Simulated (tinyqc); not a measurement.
Time-domain thermoreflectance: layered heat flow under a modulated pulse train, and what the signal ratio measures. From ratio -V_in/V_out back to substrate conductivity kappa. Computed by tinyqc, a small Python program. Command: `OMP_NUM_THREADS=1 python tinyqc.py 3113399 3113400 out.jsonl tdtr inv`. One thread of a shared host (Intel(R) Xeon(R) Processor @ 2.30GHz), about 0.4 s of CPU time with the checks.

Pulses repeat at 80 MHz; heat is laid down at the surface, all layers are isotropic, and the film is in perfect contact with the substrate.

Inputs (values chosen for the exercise, modelled on aluminium on sapphire):
```
quantity,value,unit
metal thickness d,75,nm
metal conductivity,160,W/(m K)
metal heat capacity,2.42,MJ/(m^3 K)
boundary conductance G under the metal,88,MW/(m^2 K)
film thickness,24,nm
film conductivity,0.49,W/(m K)
film heat capacity,1.7,MJ/(m^3 K)
substrate heat capacity C,3.01,MJ/(m^3 K)
modulation frequency f,10,MHz
"spot radius w (1/e^2, pump and probe)",17,micrometre
delay t,350,ps
```

Stack: metal, film, substrate.

Method:
- For radial wave number k and angular frequency W each layer has u = sqrt(4 pi^2 k^2 + i W C/kappa) and gamma = kappa u. Surface impedance from below: Z = 1/gamma for the substrate; a layer of thickness L maps Z to (Z + tanh(u L)/gamma)/(1 + gamma Z tanh(u L)); a boundary adds 1/G.
- Response per absorbed watt H(W) = 2 pi int_0^(2/w) Z(k, W) exp(-pi^2 k^2 w^2) k dk by 20 Gauss-Legendre points.
- Signal: X + iY = sum_(m = -M..M) H(2 pi (f + m f_r)) exp(i 2 pi m f_r t) exp(-pi (m/M)^2 x 4), f_r = 80 MHz, M = 4000, with H(-W) the complex conjugate of H(W); V_in = X, V_out = Y, ratio = -V_in/V_out.

Question. A run gave the result below. Find the substrate conductivity kappa, known to lie between 26 and 56 W/(m K).

ratio -V_in/V_out = 2.317214

Answer.

Each step takes the trial c = (a f_b - b f_a)/(f_b - f_a), f being the result less the target and a, b, c the logarithms of the listed values; c replaces end b, the old b replaces a if the sign of f changed, and otherwise f_a is halved.

Scan of the range:
```
substrate conductivity kappa (W/(m K)),ratio -V_in/V_out
26.0,2.24467
29.5,2.27768
33.6,2.31087
38.2,2.34273
43.4,2.37355
49.3,2.40343
56.0,2.43238
```

False position (Illinois rule, in the logarithm of the input) inside the bracket:
```
step,end a,end b,trial,ratio -V_in/V_out
1,33.6000,38.2000,34.4695,2.31728
2,33.6000,34.4695,34.4507,2.31715
3,34.4695,34.4507,34.4600,2.31721
```

Ratio -V_in/V_out rises at every point of a 13-point scan of the range (every second point is shown), so one value fits; it is bracketed by 33.6 and 38.2. Answer: substrate conductivity kappa = 34.46 W/(m K).
